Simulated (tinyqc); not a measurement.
Through the transition: BHZ model on a square lattice (one spin block).

h(k) = e0 + d.s with s the Pauli matrices in the basis (E, H), k in units of 1/a: dx = (A/a) sin kx, dy = (A/a) sin ky, dz = M - (2B/a^2)(2 - cos kx - cos ky), e0 = -(2D/a^2)(2 - cos kx - cos ky). The other spin block is h*(-k). For small k this is the continuum model with dz = M - B k^2.

Inputs chosen for the exercise (of the size used for HgTe wells; the results hold for these values, not for the real material):
- A = 3.3 eV angstrom
- B = -75 eV angstrom^2
- D = -51.6 eV angstrom^2
- a = 50 angstrom (grid spacing)

M is varied. Direct gap at Gamma 2|M|; smallest direct gap on kx = 0 to 1 in steps of 0.01; nu = 1 for M/B > 0, else 0; middle gap of a ribbon of 40 rows at kx = 0 (block (A/a) sy/(2i) + (B/a^2) sz + D/a^2 between rows, hard walls).

Against M (meV):
```
M    2|M|  smallest direct gap  nu  ribbon gap
-40  80.0                80.00   1       0.000
-25  50.0                50.00   1       0.000
-15  30.0                30.00   1       0.024
-8   16.0                16.00   1       0.414
-3    6.0                 6.00   1       2.222
3     6.0                 6.00   0       9.461
8    16.0                16.00   0      18.259
15   30.0                30.00   0      31.582
30   60.0                60.00   0      61.051
```

With B < 0, negative M is inverted. There edge states cross the bulk gap: the ribbon gap is 0.000 against 50.0 meV at M = -25 meV, and 2.222 against 6.0 at -3 meV, while for positive M confinement raises it above 2|M| (31.58 against 30 meV at M = 15 meV). The smallest direct gap stays at Gamma on all rows.

(tinyqc, `OMP_NUM_THREADS=1 python tinyqc.py 1452540 1452541 out.jsonl`, Intel(R) Xeon(R) Processor @ 2.30GHz, 1 thread, shared host, about 0.1 s.)
